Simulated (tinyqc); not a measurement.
## Dead time against afterpulsing

Afterpulse probability pap = pa (Cd Vx/q) exp(-td/tt) Pm, with Pm the trigger probability of a released carrier; largest rate 1/td; each true event gives 1/(1 - pap) counts.

Values chosen for this exercise: excess bias Vx = 1.8 V; diode capacitance Cd = 23 fF; trapping probability per avalanche carrier pa = 2.6e-7; trap release time tt = 5.1 ns.

Constants: q = 1.602176634e-19 C. Results are converted to the units shown.

Pm = 0.474

Dead time against afterpulsing:

| td (ns) | pap (%) | largest rate (1e6/s) | counts per event |
|---|---|---|---|
| 1 | 2.6175 | 1000.0 | 1.0269 |
| 1.7 | 2.2818 | 588.24 | 1.0234 |
| 2.7 | 1.8755 | 370.37 | 1.0191 |
| 4.4 | 1.3439 | 227.27 | 1.0136 |
| 7.1 | 0.79147 | 140.85 | 1.0080 |
| 12 | 0.30281 | 83.333 | 1.0030 |
| 19 | 0.076751 | 52.632 | 1.0008 |
| 31 | 0.0072981 | 32.258 | 1.0001 |

The afterpulse probability falls from 2.62 to 0.00730 %, a factor of ten for every 11.7 ns, while the largest rate falls from 1000 to 32.3 million a second.

Program tinyqc, `OMP_NUM_THREADS=1 python tinyqc.py 2630111 2630112 out.jsonl`; Intel Xeon 2.30GHz, shared host, one thread, about 0.01 s.
